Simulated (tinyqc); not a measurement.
From results back to parameters: deformation-potential model of the X valleys of a conduction band. Three cases, with inputs chosen for the exercise.

Problem. An ellipsoidal valley with ml > mt has the density-of-states mass m_d = (ml mt^2)^(1/3) and, averaged over equivalent valleys, the conductivity mass m_c = 3/(1/ml + 2/mt).

Case 1.

m_d = 0.3574643 m0
m_c = 0.2830209 m0

Case 2.

m_d = 0.5031640 m0
m_c = 0.3544973 m0

Case 3.

m_d = 0.4928639 m0
m_c = 0.3508774 m0

Find: K = ml/mt; mt; ml.

Solution. With K = ml/mt, m_d/m_c = K^(1/3) (2 + 1/K)/3, which rises steadily for K > 1 and so fixes K; then mt = m_d K^(-1/3) and ml = K mt.

Case 1.

K = ml/mt = 5.150
mt = 0.207 m0
ml = 1.066 m0

Case 2.

K = ml/mt = 8.056
mt = 0.251 m0
ml = 2.022 m0

Case 3.

K = ml/mt = 7.755
mt = 0.249 m0
ml = 1.931 m0

Computed by tinyqc, one run a case: `OMP_NUM_THREADS=1 python tinyqc.py N N+1 out.jsonl` with N = 1081430, 1081483, 1081495; one thread of a shared Intel(R) Xeon(R) Processor @ 2.30GHz, about 0.04 s a run at most.
